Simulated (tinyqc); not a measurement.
# MOS inversion layer, Poisson-Schroedinger loop: effects of single changes

Electrons confined at an insulator interface at z = 0, treated as a hard wall; parabolic valleys, Hartree approximation, no image or exchange terms. The depletion charge lies far deeper than the electrons and gives a uniform field q Nd/(eps0 eps_r); the gate balances all charge. Energies are counted from the band edge at the interface.

Inputs (values chosen for the exercise); masses and permittivity close to those of germanium (111):
- T = 300 K (temperature)
- eps_r = 15.8 (relative permittivity)
- mz1 = 1.56 m0 (mass along z of valley set A (1 valley(s)))
- md1 = 0.0829 m0 (in-plane density-of-states mass of set A)
- mz2 = 0.0915 m0 (mass along z of valley set B (3 valley(s)))
- md2 = 0.344 m0 (in-plane density-of-states mass of set B)
- Ns = 1.3e13 cm^-2 (sheet density of electrons)
- Nd = 6.1e10 cm^-2 (sheet density of depletion charge)
- dE = 0 eV (extra shift of set B (strain))

Constants: q = 1.602176634e-19 C, kB = 1.380649e-23 J/K, hbar = 1.054571817e-34 J s, m0 = 9.1093837015e-31 kg, Vt = kB T/q, eps0 = 8.8541878128e-14 F/cm where lengths are in cm, hbar^2/(2 m0) = 0.0380998212 eV nm^2. Results are converted to the units shown.

Each table varies one quantity; the others keep the values above.

## Effect of the sheet density of electrons

Schroedinger equation -(C/mz) psi'' + (V0 + U + dE for set B) psi = E psi, C = hbar^2/(2 m0), psi(0) = 0, on a uniform mesh of 800 nodes with a far wall at 290 nm, 8 levels a set; V0 = q Nd z/(eps0 eps_r); dU/dz = q (Ns - integral of n from 0 to z)/(eps0 eps_r), U(0) = 0; N_k = g md m0 q Vt/(pi hbar^2) ln(1 + exp((EF - E_k)/Vt)), g the number of valleys of the set, sum N_k = Ns. Triangular well: E_k = a_k (C F^2/mz)^(1/3), a_1 = 2.338107, a_2 = 4.087949, C = hbar^2/(2 m0), F in eV/nm. Fang-Howard (all electrons in the lowest level of set A): b^3 = 6 (mz1/C) q (Nd + 11 Ns/32)/(eps0 eps_r), centroid 3/b, level C b^2/(4 mz1) + (3/b) q (Nd + 11 Ns/16)/(eps0 eps_r). The centroid adds 3.9 z_av/eps_r to an oxide-equivalent thickness.

Effect of the sheet density of electrons:

| Ns (cm^-2) | A1 (meV) | B1 (meV) | EF (meV) | share of A1 (%) | share of set A (%) | centroid z_av (nm) | added oxide equivalent (nm) | Fang-Howard centroid (nm) |
|---|---|---|---|---|---|---|---|---|
| 1e11 | 10.0 | 24.4 | -129 | 4.20 | 18.4 | 22.0 | 5.42 | 4.65 |
| 2.1e11 | 14.1 | 33.6 | -97.3 | 5.68 | 21.1 | 18.6 | 4.60 | 4.16 |
| 4.5e11 | 21.4 | 49.5 | -58.6 | 8.83 | 25.8 | 14.6 | 3.60 | 3.54 |
| 9.7e11 | 33.7 | 75.4 | -10.8 | 15.2 | 33.6 | 10.6 | 2.61 | 2.90 |
| 2.1e12 | 54.2 | 116 | 49.0 | 25.5 | 44.7 | 7.25 | 1.79 | 2.31 |
| 4.4e12 | 86.2 | 176 | 126 | 35.5 | 55.3 | 4.96 | 1.22 | 1.83 |
| 9.4e12 | 140 | 278 | 248 | 39.7 | 62.0 | 3.44 | 0.850 | 1.43 |
| 2e13 | 230 | 454 | 449 | 37.9 | 63.2 | 2.50 | 0.616 | 1.11 |

As Ns goes from 1e11 to 2e13, A1 rises from 10.0 to 230 meV, the share of A1 goes from 4.20 through a maximum of 39.7 (at Ns = 9.4e12 among the rows listed) to 37.9 % and the centroid falls from 22.0 to 2.50 nm. A1 goes as Ns^(0.66) between the last two rows (a triangular well in the field of that charge alone gives 2/3). EF lies more than 2 meV above A1 for Ns = 4.4e12, 9.4e12, 2e13. The Fang-Howard centroid is 79 % below the full one in the first row, where A1 holds 4.20 %, and 55 % below it in the last, where A1 holds 37.9 %. For Ns = 1e11, 2.1e11, 4.5e11, 9.7e11, 2.1e12 the eighth level of a set still holds over 0.4 % of the electrons, so more levels and a farther wall would raise the centroid.

## Effect of the sheet density of depletion charge

Schroedinger equation -(C/mz) psi'' + (V0 + U + dE for set B) psi = E psi, C = hbar^2/(2 m0), psi(0) = 0, on a uniform mesh of 800 nodes with a far wall at 31 nm, 8 levels a set; V0 = q Nd z/(eps0 eps_r); dU/dz = q (Ns - integral of n from 0 to z)/(eps0 eps_r), U(0) = 0; N_k = g md m0 q Vt/(pi hbar^2) ln(1 + exp((EF - E_k)/Vt)), g the number of valleys of the set, sum N_k = Ns.

Effect of the sheet density of depletion charge:

| Nd (cm^-2) | A1 (meV) | B1 (meV) | EF (meV) | share of A1 (%) | share of set A (%) | centroid z_av (nm) | added oxide equivalent (nm) | Fang-Howard centroid (nm) |
|---|---|---|---|---|---|---|---|---|
| 1e11 | 176 | 345 | 327 | 40.0 | 62.6 | 2.76 | 0.682 | 1.28 |
| 1.7e11 | 177 | 347 | 328 | 40.2 | 62.8 | 2.69 | 0.665 | 1.27 |
| 3.1e11 | 178 | 349 | 331 | 40.6 | 63.4 | 2.57 | 0.635 | 1.26 |
| 5.3e11 | 180 | 354 | 335 | 41.3 | 64.2 | 2.42 | 0.597 | 1.24 |
| 9.4e11 | 184 | 362 | 343 | 42.5 | 65.7 | 2.23 | 0.551 | 1.21 |
| 1.6e12 | 190 | 377 | 356 | 44.3 | 68.0 | 2.04 | 0.502 | 1.17 |
| 2.9e12 | 201 | 406 | 381 | 48.0 | 72.6 | 1.78 | 0.440 | 1.09 |
| 5e12 | 219 | 453 | 420 | 53.6 | 79.5 | 1.51 | 0.372 | 1.00 |

What does the table show?

As Nd goes from 1e11 to 5e12, A1 rises from 176 to 219 meV, the share of A1 rises from 40.0 to 53.6 % and the centroid falls from 2.76 to 1.51 nm. A1 goes as Nd^(0.15) between the last two rows (a triangular well in the field of that charge alone gives 2/3). The Fang-Howard centroid is 54 % below the full one in the first row, where A1 holds 40.0 %, and 33 % below it in the last, where A1 holds 53.6 %.

tinyqc, about 1 s, one thread, Intel Xeon 2.30GHz (shared host): `OMP_NUM_THREADS=1 python tinyqc.py 2160091 2160092 out.jsonl`
